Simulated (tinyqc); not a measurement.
Inside a calculation. Method: UHF in the sto-3g basis, for H4, spin multiplicity 3. One step of it, computed by the program tinyqc.

Task: Orthogonalisation. S = U s U^T; symmetric (Loewdin) form X = U s^(-1/2) U^T, so that X^T S X = 1.

overlap S:
```
          1H 1s     2H 1s     3H 1s     4H 1s
1H 1s  1.000000  0.241364  0.480140  0.150766
2H 1s  0.241364  1.000000  0.150766  0.480140
3H 1s  0.480140  0.150766  1.000000  0.241364
4H 1s  0.150766  0.480140  0.241364  1.000000
```

Give: eigenvalues of S; X.

Result:

eigenvalues of S: 0.4293  0.6105  1.0880  1.8723

X:
```
         1H 1s    2H 1s    3H 1s    4H 1s
1H 1s   1.1239  -0.1186  -0.2792   0.0046
2H 1s  -0.1186   1.1239   0.0046  -0.2792
3H 1s  -0.2792   0.0046   1.1239  -0.1186
4H 1s   0.0046  -0.2792  -0.1186   1.1239
```
